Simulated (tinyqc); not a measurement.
Undoped symmetric double-gate MOSFET, analytic potential model: two steps of the calculation.

An undoped body of thickness ts between two equal insulators and tied gates; long channel, electrons only, n = ni exp((psi - V)/Vt) with V the quasi-Fermi potential (0 at the source, Vd at the drain), constant mobility, no quantisation. Across the body psi(x) = V - 2 Vt ln[(ts/(2 beta)) sqrt(q ni/(2 eps0 eps_r Vt)) cos(2 beta x/ts)], x from the centre. Q is the electron charge per area of the whole body.

Parameters, values chosen for the exercise; material values close to those of gallium arsenide: temperature T = 400 K; relative permittivity of the semiconductor eps_r = 12.9; body thickness ts = 6 nm; channel mobility mu = 700 cm^2/(V s); gate length L = 1 um; gate voltage Vg = 0.72 V; drain voltage Vd = 0.05 V.

Constants: q = 1.602176634e-19 C, kB = 1.380649e-23 J/K, Vt = kB T/q, eps0 = 8.8541878128e-14 F/cm where lengths are in cm. Results are converted to the units shown.

Task 1. beta at the source by Newton steps in z = ln(tan beta). With V = 0, t = exp(z), beta = arctan(t): f = ln(beta) + (1/2) ln(1 + t^2) + 2 r beta t - (Vg - V0)/(2 Vt); with c = t/(1 + t^2), df/dz = c/beta + t c + 2 r t (c + beta); z(new) = z - f/(df/dz).

z after iteration 1 = 0.94911997
r = 0.42044444
V0 = 0.72551011 V

Give: beta; f; df/dz; z after iteration 2.

Result 1.

beta = 1.2015
f = 3.8925
df/dz = 4.4913
z after iteration 2 = 0.082443

Task 2. Charges and drain current. beta (between 0 and pi/2) solves (Vg - V0 - V)/(2 Vt) = ln(beta) - ln(cos beta) + 2 r beta tan(beta). Q = 8 eps0 eps_r Vt beta tan(beta)/ts; I = mu (1/L)(4 eps0 eps_r/ts)(2 Vt)^2 [g(beta_s) - g(beta_d)] per width, g = beta tan(beta) - beta^2/2 + r beta^2 tan^2(beta), with beta_s at V = 0 and beta_d at V = Vd.

beta_s = 0.57079691
beta_d = 0.36954852
r = 0.42044444

Wanted: Qs; Qd; g(beta_s); g(beta_d); I.

Result 2.

Qs = 192.4 nC/cm^2
Qd = 75.14 nC/cm^2
g(beta_s) = 0.2601
g(beta_d) = 0.08347
I = 4.474 uA/um

The term r beta^2 tan^2(beta), which gives the square law, makes up 21.7 % of g at the source.

tinyqc, about 0.03 s, one thread, Intel Xeon 2.30GHz (shared host): `OMP_NUM_THREADS=1 python tinyqc.py 2440159 2440160 out.jsonl`
